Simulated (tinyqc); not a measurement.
Donors with valley-orbit split 1s states, step by step. Values are carried at full precision from step to step, so a last printed digit may differ when a step is redone from the rounded ones.

Each donor binds at most one electron, in any of its states. For a site s, W_s = sum over its states of g exp(E/kT), and the ionised share is 1/(1 + W_s exp(eta)), eta = (EF - Ec)/kT; n = Nc F_1/2(eta); neutrality n + NA = ND x (mean ionised share); holes are neglected. Nc from N = 2 (m kB T/(4 pi c))^(3/2) with c = hbar^2/2m0, in 1/angstrom^3; times 1e24 for 1/cm^3, m = md. F_j(eta) = (1/Gamma(j + 1)) integral_0^infinity x^j dx/(1 + exp(x - eta)), which tends to exp(eta) for eta << 0.

Constants: hbar^2/2m0 = 3.80998211 eV angstrom^2; kB = 8.617333262e-05 eV/K.

Inputs chosen for the exercise (near those of Sb in Si; shifted at random, so the results belong to these values and not to a real crystal):
- md = 1.06 m0 (density-of-states mass of the conduction band)
- E = (44, 33.8, 31.3) meV (binding energies of 1s(A1), 1s(T2), 1s(E))
- g = (2, 6, 4) (their degeneracies with spin)
- T = 250 K
- ND = 3.7e+15 1/cm^3 (donors)
- NA = 0 1/cm^3 (compensating acceptors, all ionised)
- mu0 = 59 cm^2/(V s) (mobility at heavy doping)
- mu1 = 1443 cm^2/(V s) (mobility at light doping and 300 K)
- Nr = 1.1e+17 1/cm^3 (reference doping)
- de = 0.72 (doping exponent)
- ga = 2.3 (temperature exponent)

## Partition sums of the neutral donor

Give each term g exp(E/kT), W_s, and the effective degeneracy W_s exp(-E_ground/kT).

Nc = 2.0833e+19 1/cm^3

terms: 1s(A1) 15.42, 1s(T2) 28.81, 1s(E) 17.10

W_s: donor 61.329

effective degeneracy: donor 7.955

The ground state alone would give 2 and all states together 12; here the excited states hold 75 % of the bound electrons.

## Neutrality

Solve for eta.

eta = -8.647
n = 3.66e+15 1/cm^3

ionised share: donor 0.989

n is 0.989 of ND - NA.

## Mobility and resistivity

Mobility (Caughey-Thomas form): mu = mu0 + (mu1 (T/300)^(-ga) - mu0)/(1 + ((ND + NA)/Nr)^de); rho = 1/(e n mu), e = 1.602176634e-19 C.

Compare with full ionisation, n = ND - NA.

mu = 2023.9 cm^2/(V s)
rho = 0.842 ohm cm
rho at full ionisation = 0.833 ohm cm

Incomplete ionisation raises rho by a factor 1.01.

## Checks

- n at ND = 1e13 1/cm^3 against the root of n^2 = (Nc/W)(ND - n) (1/cm^3): both 1.000e+13.

Run: tinyqc, `OMP_NUM_THREADS=1 python tinyqc.py 1652595 1652596 out.jsonl`; Intel(R) Xeon(R) Processor @ 2.30GHz, one thread, shared host; about 0.01 s of CPU time with all checks.
